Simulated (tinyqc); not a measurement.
Worked calculation: MP2 on RHF in the sto-3g basis, for HeH+, spin multiplicity 1. One step of it, computed by the program tinyqc.

Task: Integrals over molecular orbitals. (pq|rs) = sum C_ip C_jq C_kr C_ls (ij|kl), one index at a time.

coefficients C:
```
,MO1,MO2
1He 1s,0.896891,-0.667465
2H 1s,0.195965,1.100691
```

core Hamiltonian H = T + V (hartree):
```
,1He 1s,2H 1s
1He 1s,-2.506953,-1.149941
2H 1s,-1.149941,-1.579747
```

Two-electron integrals (ij|kl) in chemists' order, unique and non-zero (hartree):
```
i,j,k,l,(ij|kl)
1,1,1,1,1.055713
2,1,1,1,0.355487
2,1,2,1,0.149927
2,2,1,1,0.531788
2,2,2,1,0.289646
2,2,2,2,0.774606
```

Give: one-electron integrals over orbitals h = C^T H C; Two-electron integrals over orbitals.

Result:

one-electron integrals over orbitals h = C^T H C (hartree):
```
,1,2
1,-2.4815,0.1752
2,0.1752,-1.3411
```

Two-electron integrals over orbitals (pq|rs), unique and non-zero (hartree):
```
p,q,r,s,(pq|rs)
1,1,1,1,0.9445
2,1,1,1,-0.1752
2,1,2,1,0.1295
2,2,1,1,0.6068
2,2,2,1,0.0547
2,2,2,2,0.7476
```
